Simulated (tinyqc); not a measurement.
From one barrier to a miniband: Kronig-Penney superlattice by transfer matrices.

Wells (width a, potential 0, mass mw) alternate with barriers (width b, height V0, mass mb); period d = a + b; c = hbar^2/2m0. The vector (psi, psi'/m) is continuous, and a layer of thickness t carries it by M = [[cos kt, (m/k) sin kt], [-(k/m) sin kt, cos kt]] with k = sqrt(m (E - V)/c); for E < V, k = i kappa gives [[cosh, (m/kappa) sinh], [(kappa/m) sinh, cosh]] of kappa t. A Bloch state obeys cos(q d) = tr(Mb Mw)/2.

Constants: hbar^2/2m0 = 3.80998211 eV angstrom^2.

Values chosen for the exercise (near those of the light valleys of a Si film between layers of SiO2; not measured data): a = 12 angstrom (well width); b = 6 angstrom (barrier width); V0 = 2.969 eV (barrier height); mw = 0.186 m0 (mass in the wells); mb = 0.494 m0 (mass in the barriers).

Transmission through N barriers separated by wells, between leads of the well material: T = 4/[(M11 + M22)^2 + (u M12 - M21/u)^2] with u = k/mw and M the product over all layers; twelve evenly spaced energies around the first miniband.

Transmission:
```
E (eV)    tr M/2 of a period    N = 1     N = 2     N = 4     N = 8
0.460595               1.990  0.00375  0.000238  1.24e-06  3.44e-11
0.468309               1.583  0.00382  0.000382  5.93e-06  1.52e-09
0.476023               1.186  0.00388  0.000693  5.28e-05  4.27e-07
0.483737               0.797  0.00395   0.00156   0.00527   0.00182
0.491451               0.418  0.00401   0.00573   0.00340    0.0344
0.499165               0.048  0.00408     0.306     0.100    0.0280
0.506879              -0.313  0.00415    0.0105   0.00409    0.0118
0.514593              -0.665  0.00421   0.00239    0.0428    0.0117
0.522307              -1.008  0.00428   0.00106  0.000247  4.76e-05
0.530021              -1.343  0.00435  0.000604  2.22e-05  3.48e-08
0.537735              -1.670  0.00441  0.000397  4.74e-06  7.09e-10
0.545449              -1.988  0.00448  0.000285  1.49e-06  4.19e-11
```

What does the comparison show?

5 of the energies lie in the miniband (|tr M/2| <= 1); there T for N = 8 runs between 0.00182 and 0.0344. In the gaps it falls with N: at E = 0.5454 eV from 1.49e-06 (N = 4) to 4.19e-11 (N = 8), a slope of ln T of -2.62 a period, against -2 arccosh|tr M/2| = -2.62.

Program tinyqc; command `OMP_NUM_THREADS=1 python tinyqc.py 1280939 1280940 out.jsonl`; about 0.08 s on one thread of a shared Intel(R) Xeon(R) Processor @ 2.30GHz.
